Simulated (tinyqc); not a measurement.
Active against total: solid solubility of a dopant against its melt (retrograde solidus), clustering and the electrically active fraction. Computed by tinyqc, a small Python program. Command: `OMP_NUM_THREADS=1 python tinyqc.py 3003352 3003353 out.jsonl retro walk`. One thread of a shared host (Intel(R) Xeon(R) Processor @ 2.30GHz), about 0.01 s of CPU time with the checks.

Inputs (values chosen for the exercise, for a model dopant):
```
quantity                                      value    unit
atoms per cluster m                               4       -
cluster scale N* at 1273 K                  3.7e+20  1/cm^3
activation energy E_b of the cluster scale     0.34      eV
anneal temperature T_a                         1375       K
```

Clustering: clusters of m atoms, electrons left out.

Constants: k_B = 8.617333262e-05 eV/K.

Method. A highly soluble donor (another dopant than that of the solidus) is limited by clustering. Donors N_a are active, and clusters hold m atoms each: N_t = N_a + m C, m C = N* (N_a/N*)^m, with N*(T) = N*(1273 K) exp[-(E_b/k_B)(1/T - 1/1273)].

Active density (1/cm^3):
```
N_t (1/cm^3)  N_a at T_a  fraction  N_a at T_a + 150 K  N_a at T_a - 150 K
1.00e+19      9.9999e+18   0.99999          1.0000e+19          9.9997e+18
3.00e+19      2.9992e+19   0.99973          2.9997e+19          2.9977e+19
1.00e+20      9.9047e+19   0.99047          9.9582e+19          9.7438e+19
2.00e+20      1.8770e+20   0.93852          1.9399e+20          1.7397e+20
5.00e+20      3.5051e+20   0.70101          3.9578e+20          2.9236e+20
1.00e+21      4.7892e+20   0.47892          5.6554e+20          3.8374e+20
2.00e+21      6.1186e+20   0.30593          7.3827e+20          4.8083e+20
5.00e+21      8.0664e+20   0.16133          9.8598e+20          6.2633e+20
```

The exponent d ln N_a/d ln N_t falls from 1.00 to 0.30, towards 1/m = 0.250. At the highest dose a 150 K hotter anneal gives 1.22 times the active density, and a later step 150 K cooler would cut it to 0.78 if it ran to equilibrium: short hot anneals come last. For ionised donors far above n_i the electrons enter the mass action too and halve the limiting exponent.

Extremes, crossings and ranges named in words are read from the listed rows.
